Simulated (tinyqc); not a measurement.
## Ideality from Voc and Vmp

Inverse problem. An ideal cell J = Jsc - J0 (exp(V/(n Vt)) - 1) has exp((Voc - Vmp)/(n Vt)) = 1 + Vmp/(n Vt) at maximum power. Find n, J0 and FF.

Values chosen for this exercise:
- T = 298.15 K (temperature)

Constants: q = 1.602176634e-19 C, kB = 1.380649e-23 J/K, Vt = kB T/q. Results are converted to the units shown.

Jsc = 419 mA/cm^2
Voc = 0.63120225 V
Vmp = 0.52721765 V

Answer. With a = n Vt, a ln(1 + Vmp/a) rises steadily with a, so Voc - Vmp fixes it; J0 follows from Voc.

n = 1.510
J0 = 3.600e-8 A/cm^2
FF = 0.7780

Numbers from tinyqc (`OMP_NUM_THREADS=1 python tinyqc.py 2280042 2280043 out.jsonl`; about 0.01 s on one thread of a shared Intel Xeon 2.30GHz).
